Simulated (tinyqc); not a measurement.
Strained alloy layer of InAs and GaAs on (001) InP, model-solid band line-up: transition against well width.

The layer is x parts of the first compound and 1 - x of the second, grown coherently on the third as substrate and barrier. Rows of the table: lattice constant a, average valence level Ea on an absolute scale, spin-orbit splitting so, gaps at Gamma, X and L, hydrostatic deformation potentials av and ac (Gamma), shear potential b, elastic constants, electron and heavy-hole (along z) masses. All are interpolated linearly in x; gaps get -C x (1 - x), taken wholly in the conduction band; real line-ups can differ from this model by 0.1 eV or more.

In-plane strain e = (a_substrate - a)/a, e_z = -2 (c12/c11) e, volume change 2 e + e_z. With v = 2 e + e_z and d = 2 b (e_z - e): Eav = Ea + av v; E_hh = Eav + so/3 - d/2; E_lh = Eav - so/6 + d/4 + sqrt(so^2 + so d + 9 d^2/4)/2; E_c = Ea + so/3 + EG + ac v (Gamma). Substrate: E_v = Ea + so/3, E_c = E_v + EG. Well depths: dEc = E_c(substrate) - E_c, dEhh = E_hh - E_v(substrate), dElh likewise; strained Gamma gap E_c - max(E_hh, E_lh); positive values confine carriers in the layer. Lowest level of a finite well of width Lw and depth V: kw Lw/2 = arctan(sqrt((mw/mb)(V - E)/E)), kw = sqrt(mw E/C), C = hbar^2/(2 m0), for electrons (dEc) and heavy holes (dEhh), mb from the substrate; transition E_c - E_hh + both levels, without exciton binding; wavelength h c/E.

Parameters, values chosen for the exercise: fraction of the first compound in the layer x = 0.76; bowing of the Gamma gap CG = 0.477 eV; bowing of the X gap CX = 1.4 eV; bowing of the L gap CL = 0.33 eV.

Constants: q = 1.602176634e-19 C, hbar = 1.054571817e-34 J s, h = 6.62607015e-34 J s, m0 = 9.1093837015e-31 kg, c = 299792458 m/s, hbar^2/(2 m0) = 0.0380998212 eV nm^2. Results are converted to the units shown.

Binary compounds, values chosen for the exercise:
```
              close to InAs  close to GaAs  close to InP
a (angstrom)          6.058          5.653         5.869
Ea (eV)               -6.67          -6.92         -7.04
so (eV)               0.384          0.343         0.111
EG (eV)               0.349           1.42          1.36
EX (eV)                1.37            1.9          2.22
EL (eV)                1.06           1.73          1.92
av (eV)                   1           1.15          1.29
ac (eV)               -5.08          -7.13         -5.11
b (eV)                 -1.8          -1.68          -1.7
c11 (GPa)              84.3            120           101
c12 (GPa)              45.2           53.5          56.3
me (m0)               0.023         0.0671        0.0799
mh (m0)               0.328           0.35         0.534
```

Transition against well width:
```
Lw (nm)  electron level (meV)  heavy-hole level (meV)  transition energy (eV)  wavelength (nm)
1.5                     266.8                   144.6                  0.9756             1271
2.1                     223.8                   98.13                  0.8861             1399
3                       174.4                   61.28                  0.7998             1550
4.3                     127.0                   36.08                  0.7272             1705
6.1                     88.01                   20.64                  0.6728             1843
8.7                     57.39                   11.30                  0.6328             1959
12                      37.26                   6.384                  0.6078             2040
18                      20.45                   3.031                  0.5876             2110
25                      12.09                   1.632                  0.5779             2146
```

The wavelength rises from 1271 to 2146 nm, towards 2198 nm for E_c - E_hh alone. The electron level goes as Lw^(-0.52) in the thinnest wells, where it reaches 74.4 % of the depth dEc = 359 meV, and as Lw^(-1.60) in the widest. One monolayer (a/2) more shifts the transition by about -21 meV at Lw = 3 nm. For Lw = 6.1, 8.7, 12, 18, 25 the layer exceeds hc = 5.26 nm, the single-layer Matthews-Blakeslee thickness for this strain (a capped well tolerates about twice as much). For Lw = 1.5, 2.1, 3 the electron level exceeds 150 meV, where non-parabolicity lowers it.

Computed by the program tinyqc: `OMP_NUM_THREADS=1 python tinyqc.py 2690173 2690174 out.jsonl`, one thread of a shared Intel Xeon 2.30GHz, about 0.01 s for the whole run.
